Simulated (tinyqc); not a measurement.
# Memristor with linear dopant drift: effects of single changes

A film of thickness D has a doped share x: R = Ron x + Roff (1 - x), i = v/R, dx/dt = k i F with k = mv Ron/D^2 and F = 1 (no window). The drive is v = V0 sin(2 pi f t). The model has no threshold and no heating.

Values chosen for this exercise: resistance of the fully doped film Ron = 50 ohm; resistance of the undoped film Roff = 16000 ohm; film thickness D = 8 nm; dopant mobility mv = 1.2e-14 m^2/(V s); doped share at t = 0 x0 = 0.39; amplitude V0 = 1.4 V; frequency f = 2.6 Hz.

Each table varies one quantity; the others keep the values above.

## Effect of the doped share at t = 0 on the first half period

The equation is integrated to convergence over the first half period; the lobe area is the integral of i dv, down branch less up branch.

Effect of the doped share at t = 0 on the first half period:
```
x0    x at half period  R0/R(half period)  peak i (uA)  lobe area (uW)
0.02            0.1285              1.124        94.49           5.148
0.09            0.2079              1.148        102.8           6.622
0.17            0.3013              1.187        114.4           9.127
0.24            0.3860              1.237        127.2           12.55
0.32            0.4882              1.327        146.5           19.20
0.39            0.5855              1.468        170.3           30.14
```

Read the table: what changes, and by how much?

As x0 goes from 0.02 to 0.39, x at half period rises from 0.128 to 0.585, the resistance ratio rises from 1.12 to 1.47 and the lobe area rises from 5.15 to 30.1 uW.

## Effect of the film thickness on the first half period

Same model as above.

Effect of the film thickness on the first half period:
```
D (nm)  x at half period  R0/R(half period)  peak i (uA)  lobe area (uW)
8                 0.5855              1.468        170.3           30.14
10                0.5062              1.234        158.1           15.44
14                0.4462              1.101        150.0           6.730
18                0.4234              1.058        147.2           3.841
23                0.4102              1.034        145.6           2.277
31                0.4010              1.018        144.5           1.225
40                0.3966              1.011        143.9          0.7278
```

What does the comparison show?

As D goes from 8 to 40 nm, x at half period falls from 0.585 to 0.397, the resistance ratio falls from 1.47 to 1.01 and the lobe area falls from 30.1 to 0.728 uW. The rate constant goes as 1/D^2, so the area goes as D^(-2.04) between the last two rows.

Program tinyqc, `OMP_NUM_THREADS=1 python tinyqc.py 2880126 2880127 out.jsonl`; Intel Xeon 2.30GHz, shared host, one thread, about 0.2 s.
